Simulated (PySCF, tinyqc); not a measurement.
CISD on RHF in the sto-6g basis, for B+, spin multiplicity 1, step by step. The lowest restricted solution is unstable here: a spin-polarised one lies 0.0000 hartree lower (PySCF). One step of it, computed by the program tinyqc.

Question. CISD: determinants and Hamiltonian. Slater-Condon rules over spin orbitals, with the nuclear repulsion added and E(HF) subtracted on the diagonal. Only determinants linked to the reference directly or through others are kept (one block of an abelian symmetry group), so some states are absent.

one-electron integrals over orbitals h = C^T H C (hartree), lower triangle:
```
,1,2,3,4,5
1,-12.436973
2,0.351405,-2.823213
3,0.000000,0.000000,-2.624950
4,0.000000,0.000000,0.000000,-2.624950
5,0.000000,0.000000,0.000000,0.000000,-2.624950
```

Two-electron integrals over orbitals (pq|rs), unique and non-zero (hartree):
```
p,q,r,s,(pq|rs)
1,1,1,1,2.908459
2,1,1,1,-0.331581
2,1,2,1,0.061613
2,2,1,1,0.754173
2,2,2,1,-0.019824
2,2,2,2,0.527884
3,1,3,1,0.021792
3,2,3,1,0.027394
3,2,3,2,0.112848
3,3,1,1,0.743200
3,3,2,1,-0.010972
3,3,2,2,0.534729
3,3,3,3,0.587109
4,1,4,1,0.021792
4,2,4,1,0.027394
4,2,4,2,0.112848
4,3,4,3,0.031641
4,4,1,1,0.743200
4,4,2,1,-0.010972
4,4,2,2,0.534729
4,4,3,3,0.523827
4,4,4,4,0.587109
5,1,5,1,0.021792
5,2,5,1,0.027394
5,2,5,2,0.112848
5,3,5,3,0.031641
5,4,5,4,0.031641
5,5,1,1,0.743200
5,5,2,1,-0.010972
5,5,2,2,0.534729
5,5,3,3,0.523827
5,5,4,4,0.523827
5,5,5,5,0.587109
```

nuclear repulsion = 0 hartree

Hartree-Fock energy = -24.19056245 hartree

Give: determinants; H - E(HF) between determinants.

Answer.

Occupation strings over the orbitals (2 doubly, a alpha, b beta, 0 empty; spin orbitals ordered 1a 1b 2a 2b ...): 22000 20200 ab200 20020 ab020 20002 ab002 ba200 02200 ba020 02020 ba002 02002

H - E(HF) between determinants (hartree), lower triangle:
```
,22000,20200,ab200,20020,ab020,20002,ab002,ba200,02200,ba020,02020,ba002,02002
22000,0.000
20200,0.113,0.491
ab200,-0.027,-0.030,7.443
20020,0.113,0.032,0.000,0.491
ab020,-0.027,0.000,0.032,-0.030,7.443
20002,0.113,0.032,0.000,0.032,0.000,0.491
ab002,-0.027,0.000,0.032,0.000,0.032,-0.030,7.443
ba200,0.027,0.030,-0.062,0.000,0.000,0.000,0.000,7.443
02200,0.022,0.062,0.282,0.000,0.000,0.000,0.000,-0.282,16.322
ba020,0.027,0.000,0.000,0.030,-0.062,0.000,0.000,0.032,0.000,7.443
02020,0.022,0.000,0.000,0.062,0.282,0.000,0.000,0.000,0.032,-0.282,16.322
ba002,0.027,0.000,0.000,0.000,0.000,0.030,-0.062,0.032,0.000,0.032,0.000,7.443
02002,0.022,0.000,0.000,0.000,0.000,0.062,0.282,0.000,0.032,0.000,0.032,-0.282,16.322
```
